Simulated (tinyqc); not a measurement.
Three surfaces against bond counting: Gupta-type many-body potential for a metal. Computed by tinyqc, a small Python program. Command: `OMP_NUM_THREADS=1 python tinyqc.py 3006310 3006311 out.jsonl gupta walk`. One thread of a shared host (Intel(R) Xeon(R) Processor @ 2.30GHz), about 0.02 s of CPU time with the checks.

E_i = sum_j A exp(-p (r_ij/r0 - 1)) - xi rho_i^gamma, with rho_i = sum_j exp(-2 q (r_ij/r0 - 1)); gamma = 1/2 is the tight-binding second-moment form. The crystal is fcc unless stated; d is the neighbour distance and a fixed number of shells is kept.

Inputs (values chosen for the exercise, for a model metal):

| quantity | value | unit |
|---|---|---|
| repulsion A | 0.0974 | eV |
| hopping xi | 0.606 | eV |
| decay p | 9.36 | - |
| decay q | 3.65 | - |
| reference distance r0 | 3.501 | angstrom |
| shells kept | 5 | - |
| embedding exponent gamma | 0.6 | - |

Constants: 1 eV/angstrom^3 = 160.2176634 GPa; 1 eV/angstrom^2 = 16.02176634 J/m^2.

Method:
- fcc shells: d sqrt(k), k = 1..5, with 12, 6, 24, 12, 24 atoms; Omega = d^3/sqrt2.
- Equilibrium: dE/dd = 0; B = d^2 E''(d)/(9 Omega).
- Cut the crystal without relaxation; an atom in layer l keeps the neighbours that lie below the surface plane. Excess = E_i + E_c. Surface energy = sum of excesses over the layers, divided by the area per surface atom: (sqrt3/2) d^2 for (111), d^2 for (100), sqrt2 d^2 for (110).
- Bond counting with pair bonds charges E_c/12 for each missing nearest neighbour: 3, 4 and 6 per surface cell.

neighbour distance d = 3.43394 angstrom

cohesive energy E_c = 1.57472 eV

Surfaces:

| face | missing bonds | excess (eV) | bond counting (eV) | ratio | surface energy (J/m^2) |
|---|---|---|---|---|---|
| (111) | 3 | 0.13319 | 0.39368 | 0.33833 | 0.20897 |
| (100) | 4 | 0.17845 | 0.52491 | 0.33996 | 0.24246 |
| (110) | 6 | 0.28065 | 0.78736 | 0.35644 | 0.26963 |

The order of surface energies is (111) < (100) < (110), with (110)/(111) = 1.290 against 1.225 from counting first-neighbour bonds. The excess is 0.34 to 0.36 of the bond-counting value: atoms with fewer neighbours have stronger bonds. Further shells enter the excess but not the count. Caution: relaxation, left out here, lowers surface energies.
